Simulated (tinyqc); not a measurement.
# Schottky barrier on an n-type semiconductor with a doping step, non-linear Poisson equation by Newton steps: Capacitance-voltage profiling

One dimension, metal at x = 0, donor density C(x) = N1 for x < x1 and Nd beyond. Energies are counted from the electron Fermi level of the semiconductor and the conduction-band edge is Ec = -psi, so n = Nc exp(psi/Vt); holes follow the Fermi level of the metal, at -V, so p = Nv exp((V - psi - Eg)/Vt). Ends: psi(0) = V - phiB and psi = Vt ln(Nd/Nc) deep inside. Boltzmann statistics, full ionisation, no current, no image force in the Poisson equation.

The Poisson equation d/dx(eps0 eps_r dpsi/dx) = -q (p - n + C) is solved on a mesh of about 1000 nodes or more that ends in neutral material. C_s = q d/dV of the integral of n over x, from the linearised equation. Probed depth w = eps0 eps_r/C_s; apparent doping N_app = C_s^3/(q eps0 eps_r dC_s/dV), the derivative by central differences over +/- 0.02 V.

Inputs (values chosen for the exercise); band and dielectric values those of a made-up semiconductor: temperature T = 300 K; band gap Eg = 1.17 eV; relative permittivity eps_r = 10.7; conduction-band density of states at T Nc = 2.54e19 cm^-3; valence-band density of states at T Nv = 3.29e19 cm^-3; donor density deep in the semiconductor Nd = 1.3e17 cm^-3; barrier height phiB = 0.6 eV; depth of the doping step x1 = 25 nm; donor density above the step N1 = 3.9e16 cm^-3.

Constants: q = 1.602176634e-19 C, kB = 1.380649e-23 J/K, Vt = kB T/q, eps0 = 8.8541878128e-14 F/cm where lengths are in cm. Results are converted to the units shown.

The same in every row: true C(w) (cm^-3) = 1.30e17.

Results:
```
V (V)	C_s (nF/cm^2)	w (nm)	N_app (cm^-3)	|E_0| (kV/cm)
0	143	66.5	1.30e17	108
-0.3	112	84.6	1.30e17	147
-0.9	84.4	112	1.30e17	208
-1.2	76.5	124	1.30e17	234
-1.5	70.5	134	1.30e17	257
-1.8	65.7	144	1.30e17	279
-2.1	61.8	153	1.30e17	299
-2.4	58.5	162	1.30e17	318
-2.7	55.6	170	1.30e17	336
-3	53.2	178	1.30e17	353
```

Estimate the missing row, V = -0.6 V.

Computed row:
```
V (V)	C_s (nF/cm^2)	w (nm)	N_app (cm^-3)	|E_0| (kV/cm)
-0.6	95.3	99.4	1.30e17	180
```

With this row back in the table: C_s falls from 143 to 53.2 nF/cm^2 while the probed depth goes from 66.5 to 178 nm. The apparent doping stays near 1.30e17 cm^-3. It departs most from the true doping at that depth for V = 0 V, where it is 0.13 % below it; so the doping is read well over the depths probed. The step lies inside the layer that is depleted at zero bias and is not seen.

Numbers from tinyqc (`OMP_NUM_THREADS=1 python tinyqc.py 2020077 2020078 out.jsonl`; about 0.05 s on one thread of a shared Intel Xeon 2.30GHz).
